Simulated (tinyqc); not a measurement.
One-electron ion in a basis of Gaussians, step by step. One step of it, computed by the program tinyqc.

Problem. Matrices over normalised Gaussians. With p = a_i + a_j and I(k) = Gamma((k+1)/2) / (2 p^((k+1)/2)): S = I(2l+2), T = (2l+3) a_i a_j S / p, V = -Z I(2l+1), each divided by sqrt(S_ii S_jj).

exponents of r^l exp(-a r^2) (1/bohr^2): [1.964000, 2.715000, 3.754000]

Z = 4

l = 0

Give: S; T; V.

Solution.

S:
$$\begin{pmatrix}
1.0000 & 0.9806 & 0.9256 \\
0.9806 & 1.0000 & 0.9806 \\
0.9256 & 0.9806 & 1.0000
\end{pmatrix}$$

T (hartree):
$$\begin{pmatrix}
2.9460 & 3.3526 & 3.5803 \\
3.3526 & 4.0725 & 4.6348 \\
3.5803 & 4.6348 & 5.6310
\end{pmatrix}$$

V (hartree):
$$\begin{pmatrix}
-8.9454 & -9.5739 & -9.9895 \\
-9.5739 & -10.5176 & -11.2570 \\
-9.9895 & -11.2570 & -12.3674
\end{pmatrix}$$
